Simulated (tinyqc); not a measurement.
Inside a calculation. Model: p-n heterojunction, non-linear Poisson equation by Newton steps, Fermi-Dirac statistics.

tinyqc, about 0.3 s, one thread, Intel Xeon 2.30GHz (shared host): `OMP_NUM_THREADS=1 python tinyqc.py 2040061 2040062 out.jsonl` Printed values are rounded; ~0 in a residual or rate marks an entry under 1e-11 of the largest of its column.

One dimension, material 1 (p-type) at x < 0 and material 2 (n-type) at x > 0. Band edges: Ec = -psi in material 1 and -psi + dEc in material 2, Ev = Ec - Eg. Flat quasi-Fermi levels: 0 for holes, +V for electrons. n = Nc F((EFn - Ec)/Vt), p = Nv F((Ev - EFp)/Vt), with F(eta) = F_1/2(eta) = (2/sqrt(pi)) int_0^infinity sqrt(u) du/(1 + exp(u - eta)) (Fermi-Dirac statistics); full ionisation, no interface charge, classical densities; the doping types are chosen for the exercise.

Inputs (values chosen for the exercise); band and dielectric values those of a made-up pair: temperature T = 250 K; band gap of material 1 Eg1 = 3.95 eV; relative permittivity of material 1 er1 = 11.4; conduction-band density of states of material 1 Nc1 = 1.96e18 cm^-3; valence-band density of states of material 1 Nv1 = 3.7e19 cm^-3; band gap of material 2 Eg2 = 3.44 eV; relative permittivity of material 2 er2 = 9.21; conduction-band density of states of material 2 Nc2 = 2.34e18 cm^-3; valence-band density of states of material 2 Nv2 = 4.91e19 cm^-3; conduction-band offset Ec2 - Ec1 dEc = 0.25 eV; acceptor density of material 1 N1 = 3e18 cm^-3; donor density of material 2 N2 = 1.9e17 cm^-3; bias of side 1 against side 2 V = 0 V.

Constants: q = 1.602176634e-19 C, kB = 1.380649e-23 J/K, Vt = kB T/q, eps0 = 8.8541878128e-14 F/cm where lengths are in cm. Results are converted to the units shown.

## Offsets and end potentials

dEv = Ev1 - Ev2 = Eg2 - Eg1 - dEc. Neutrality of the majority carriers far from the junction: Nv1 F((-psi_L - Eg1)/Vt) = N1 and Nc2 F((V + psi_R - dEc)/Vt) = N2. Total bending psi_R - psi_L.

dEv = -0.76 eV
psi_L = -3.89649 V
psi_R = 0.196525 V
psi_R - psi_L = 4.09302 V

The alignment is staggered (type II): dEc and dEv have opposite signs.

## Permittivity of the intervals

```
node,x (nm)
0,-40.4
1,-17.2
2,-6.99
3,-2.46
4,-0.445
5,0.445
6,2.53
7,7.42
8,18.9
9,45.7
10,109
11,256
```

er1 or er2; the interface lies midway in its interval, which gets the series value 2 er1 er2/(er1 + er2).

```
interval,eps_r
0,11.4
1,11.4
2,11.4
3,11.4
4,10.1886
5,9.21
6,9.21
7,9.21
8,9.21
9,9.21
10,9.21
```

## Couplings between neighbouring nodes

a_i = eps0 eps_r/h_i for the interval from node i to i + 1, with h_i = x_(i+1) - x_i in cm.

```
interval,coupling a_i (F/cm^2)
0,4.35076e-7
1,9.88616e-7
2,2.22821e-6
3,5.00932e-6
4,1.01362e-5
5,3.91113e-6
6,1.66763e-6
7,7.10340e-7
8,3.04280e-7
9,1.28826e-7
10,5.54742e-8
```

## Starting potential

```
node,material
0,1
1,1
2,1
3,1
4,1
5,2
6,2
7,2
8,2
9,2
10,2
11,2
```

psi_L on the nodes of material 1 and psi_R on those of material 2.

```
node,psi at the start (V)
0,-3.89649
1,-3.89649
2,-3.89649
3,-3.89649
4,-3.89649
5,0.19652
6,0.19652
7,0.19652
8,0.19652
9,0.19652
10,0.19652
11,0.19652
```

## Iteration 1: densities, residual and Jacobian diagonal

n_i = Nc F(a_n), a_n = (V - Ec_i)/Vt; p_i = Nv F(a_p), a_p = (Ec_i - Eg)/Vt; rho_i = p_i - n_i + C_i with C = -N1 or +N2; g_i = (Nc F'(a_n) + Nv F'(a_p))/Vt with F' = F_-1/2(eta) = (1/sqrt(pi)) int_0^infinity u^(-1/2) du/(1 + exp(u - eta)). Box widths w_i = (h_(i-1) + h_i)/2 in cm. Residual F_i = a_i (psi_(i+1) - psi_i) - a_(i-1) (psi_i - psi_(i-1)) + q rho_i w_i; Jacobian: a_(i-1) and a_i beside the diagonal, b_i = -a_(i-1) - a_i - q g_i w_i on it. The two end nodes are fixed.

```
node,n (cm^-3),p (cm^-3)
0,5.52593e-61,3e18
1,5.52593e-61,3e18
2,5.52593e-61,3e18
3,5.52593e-61,3e18
4,5.52593e-61,3e18
5,1.9e17,2.64084e-49
6,1.9e17,2.64084e-49
7,1.9e17,2.64084e-49
8,1.9e17,2.64084e-49
9,1.9e17,2.64084e-49
10,1.9e17,2.64084e-49
11,1.9e17,2.64084e-49
```

```
node,residual F (C/cm^2),diagonal b (F/cm^2)
1,~0,-3.76578e-5
2,~0,-1.92028e-5
3,~0,-1.43358e-5
4,4.14877e-5,-1.82961e-5
5,-4.14877e-5,-1.42517e-5
6,~0,-6.05783e-6
7,~0,-3.50233e-6
8,~0,-3.64385e-6
9,~0,-6.62155e-6
10,~0,-1.46286e-5
```

## Iteration 1: Newton step

Solve the tridiagonal system a_(i-1) d_(i-1) + b_i d_i + a_i d_(i+1) = -F_i for nodes 1 to 10, with d = 0 on fixed nodes. Half of the step is added while the largest |d| exceeds 1.5 Vt, the full step after that.

```
node,"Newton step d, before damping (V)"
1,0.00064
2,0.02424
3,0.20858
4,0.58614
5,-3.13810
6,-2.34632
7,-1.16337
8,-0.22766
9,-0.01046
10,-0.00009
```

```
node,psi after iteration 1 (V)
0,-3.89649
1,-3.89618
2,-3.88438
3,-3.79220
4,-3.60342
5,-1.37252
6,-0.97663
7,-0.38516
8,0.08269
9,0.19129
10,0.19648
11,0.19652
```

## Iteration 2: densities, residual and Jacobian diagonal

As before.

```
node,n (cm^-3),p (cm^-3)
0,5.52593e-61,3e18
1,5.60814e-61,2.95723e18
2,9.69816e-61,1.73020e18
3,6.99538e-59,2.43809e16
4,4.47152e-55,3.81511e12
5,4.57670e-15,1.12823e-17
6,4.37909e-7,1.17914e-25
7,3.67247e5,1.40602e-37
8,9.91731e14,5.20584e-47
9,1.49937e17,3.36675e-49
10,1.89605e17,2.64650e-49
11,1.9e17,2.64084e-49
```

```
node,residual F (C/cm^2),diagonal b (F/cm^2)
1,8.00933e-11,-3.71554e-5
2,4.37767e-8,-1.25461e-5
3,5.84265e-7,-7.29685e-6
4,2.15974e-5,-1.51455e-5
5,-2.10599e-5,-1.40473e-5
6,-5.51411e-7,-5.57876e-6
7,-6.29107e-7,-2.37797e-6
8,-2.41329e-7,-1.02874e-6
9,-3.45999e-9,-5.34546e-6
10,-6.72179e-13,-1.45994e-5
```

## Iteration 2: Newton step

As before.

```
node,"Newton step d, before damping (V)"
1,0.00084
2,0.03138
3,0.15665
4,0.09759
5,-2.06231
6,-2.27537
7,-2.44439
8,-1.95556
9,-0.11199
10,-0.00099
```

```
node,psi after iteration 2 (V)
0,-3.89649
1,-3.89576
2,-3.86869
3,-3.71388
4,-3.55463
5,-2.40368
6,-2.11432
7,-1.60736
8,-0.89509
9,0.13530
10,0.19598
11,0.19652
```

## Course of the Newton iteration

Stop when the largest undamped |d| is below 1e-9 V, or after 80 iterations.

Course of the iteration:
```
iteration,largest |F| (C/cm^2),largest |d| (V),at node
1,4.15e-5,3.14,5
2,2.16e-5,2.44,7
3,1.08e-5,1.41,7
4,5.40e-6,1.30,9
5,9.42e-6,0.399,9
6,5.28e-6,0.193,9
7,2.99e-6,0.109,3
8,1.71e-6,0.0639,4
9,9.87e-7,0.0395,4
10,5.67e-7,0.0254,4
11,1.43e-7,7.05e-3,6
12,1.55e-8,9.33e-4,6
13,2.51e-10,1.53e-5,6
14,6.89e-14,4.18e-9,6
15,< 1e-17,< 1e-12,7
```

Converged in 15 iterations. Once the step is below 0.1 Vt, 3 more iteration(s) reach the threshold: near the solution the error is roughly squared each time.

## Band edges, densities and displacement

```
node,converged psi (V)
0,-3.89649
1,-3.88922
2,-3.65787
3,-3.39625
4,-3.24848
5,-3.16856
6,-3.06112
7,-2.81963
8,-2.28777
9,-1.23765
10,0.17816
11,0.19652
```

Ec, Ev, n and p as defined; D = a_k (psi_(k+1) - psi_k) on the interval that holds the interface.

```
node,Ec (eV),Ev (eV),n (cm^-3),p (cm^-3)
0,3.89649,-0.05351,5.52593e-61,3e18
1,3.88922,-0.06078,7.74652e-61,2.15730e18
2,3.65787,-0.29213,3.57088e-56,4.77735e13
3,3.39625,-0.55375,6.71148e-51,2.54182e8
4,3.24848,-0.70152,6.39408e-48,2.66799e5
5,3.41856,-0.02144,2.84455e-51,1.61663e19
6,3.31112,-0.12888,4.16938e-49,1.23735e17
7,3.06963,-0.37037,3.07797e-44,1.67759e12
8,2.53777,-0.90223,1.62163e-33,31.8419
9,1.48765,-1.95235,2.39622e-12,2.15488e-20
10,0.07184,-3.36816,8.23392e16,6.19359e-49
11,0.05348,-3.38652,1.9e17,2.64084e-49
```

D = 810.054 nC/cm^2

## Check against the first integral

Exact first integral: on each side D^2/(2 eps0 er) = G, G = q [Vt (nI_j - nI_b) + Vt (pI_j - pI_b) - C (psi_j - psi_b)], with C = -N1 or +N2, b the neutral end of that side, and nI, pI the densities with F_1/2 replaced by F_3/2(eta) = (4/(3 sqrt(pi))) int_0^infinity u^(3/2) du/(1 + exp(u - eta)). D is continuous, so er1 G1(psi_j) = er2 G2(psi_j) fixes psi_j. Ends from Nv1 F((-psi_L - Eg1)/Vt) = N1 and Nc2 F((V + psi_R - dEc)/Vt) = N2. D is counted positive when psi rises towards material 2.

psi_j = -3.20765 V
D = 804.484 nC/cm^2
psi_j - psi_L = 0.688842 V
psi_R - psi_j = 3.40418 V
Ec1 - EFn at the interface = 3.20765 eV
Ec2 - EFn at the interface = 3.45765 eV

Material 2 takes 83.2 % of the bending. The 12-node mesh gave D = 810.1 nC/cm^2, 0.69 % above the exact value in size.
